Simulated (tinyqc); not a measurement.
# Metal-interlayer-semiconductor contact, depinning against tunnelling resistance, step by step

tinyqc, about 0.04 s, one thread, Intel Xeon 2.30GHz (shared host): `OMP_NUM_THREADS=1 python tinyqc.py 2270134 2270135 out.jsonl` Printed values are rounded.

Zero bias, n-type semiconductor. Gap states at the semiconductor surface thin out as exp(-be ti), which unpins the barrier; electrons must then cross the interlayer (a rectangular barrier, no voltage drop across it) and the parabolic depleted layer, both by WKB. Energies E are counted from the Fermi level; no image force, parabolic bands.

Inputs (values chosen for the exercise); semiconductor values close to those of silicon; interlayer mass of the order of that in strontium titanate, offset chosen freely: temperature T = 300 K; band gap Eg = 1.13 eV; relative permittivity eps_r = 11.9; electron affinity chi = 3.98 eV; conduction-band density of states at T Nc = 2.8e19 cm^-3; tunnelling mass in the semiconductor mt = 0.191 m0; Richardson mass mA = 2.03 m0; donor density Nd = 8.1e19 cm^-3; charge-neutrality level above the valence band E0 = 0.35 eV; pinning factor without interlayer S0 = 0.27; metal work function phiM = 3.97 eV; interlayer thickness ti = 1.3 nm; conduction-band offset of the interlayer above the semiconductor dE = 0.16 eV; tunnelling mass in the interlayer mi = 0.6 m0; decay constant of gap states through the interlayer be = 1.9 1/nm.

Constants: q = 1.602176634e-19 C, kB = 1.380649e-23 J/K, eps0 = 8.8541878128e-12 F/m, hbar = 1.054571817e-34 J s, h = 6.62607015e-34 J s, m0 = 9.1093837015e-31 kg, Vt = kB T/q, hbar^2/(2 m0) = 0.0380998212 eV nm^2. Results are converted to the units shown.

## Pinning, barrier and scales

S = 1/(1 + (1/S0 - 1) exp(-be ti)); phiB = S (phiM - chi) + (1 - S)(Eg - E0); xi = Ec - EF deep inside, from Nd = Nc F(-xi/Vt), F(x) = (2/sqrt(pi)) int_0^infinity sqrt(u) du/(1 + exp(u - x)); band bending U = phiB - xi; E00 = (hbar/2) sqrt(Nd/(eps0 eps_r mt m0)) in volts; A = 4 pi q mA m0 kB^2/h^3.

S = 0.8138734
phiB = 0.1370401 eV
xi = -0.05291648 eV
U = 0.1899565 eV
E00 = 0.1108357 eV
A = 243.9517 A/(cm^2 K^2)

The interlayer moves the barrier from 0.567 eV to 0.137 eV; the unpinned limit is phiM - chi = -0.0100 eV. E00/Vt = 4.29: by the usual rule of thumb (0.5 to 5) thermionic-field emission.

## Exponents and integrand on an energy grid

E, point 0 to 13 (eV): [-0.05, -0.03, -0.01, 0.01, 0.03, 0.05, 0.07, 0.09, 0.11, 0.13, 0.15, 0.17, 0.19, 0.21]

With U = phiB - xi: for xi < E < phiB, y = (E - xi)/U and G1 = (U/E00) [sqrt(1 - y) - y ln((1 + sqrt(1 - y))/sqrt(y))], G1 = 0 above phiB; G2 = 2 ti sqrt(mi max(phiB + dE - E, 0)/C), C = hbar^2/(2 m0); f = 1/(1 + exp(E/Vt)); integrand exp(-G1 - G2) f.

```
point        G1        G2            f  integrand (1e-4)
0      1.627564  6.078232    0.8737010          3.933491
1      1.251735  5.900489    0.7614148          5.962800
2      0.975486  5.717222    0.5955163          7.383932
3      0.748710  5.527882    0.4044837          7.603471
4      0.557524  5.331823    0.2385852          6.605912
5      0.395569  5.128274    0.1262990          5.039938
6      0.259672  4.916304   0.06251930          3.532778
7      0.148635  4.694774   0.02984741          2.352019
8      0.063227  4.462259   0.01399460          1.515538
9      0.008213  4.216944  0.006505216          0.951260
10     0.000000  3.956447  0.003011626          0.576153
11     0.000000  3.677544  0.001391621          0.351871
12     0.000000  3.375675  6.424826e-4          0.219697
13     0.000000  3.044017  2.965012e-4          0.141262
```

## Contact resistivity

1/rho_c = (A T^2/Vt^2) I, with I the trapezoid sum of the integrand over the grid.

I = 8.826549e-5 eV
rho_c = 3.4487e-7 ohm cm^2

A fine grid from xi upwards gives rho_c = 3.357e-7 ohm cm^2; the coarse value is 2.7 % above it. The integrand peaks at E = 0.0032 eV, and 4.0 % of the current flows above phiB. Tunnelling through the interlayer costs a factor of 236 at this barrier height; the bare contact (ti = 0) has rho_c = 4.75e-8 ohm cm^2, so with the interlayer rho_c is 7.07 times that.
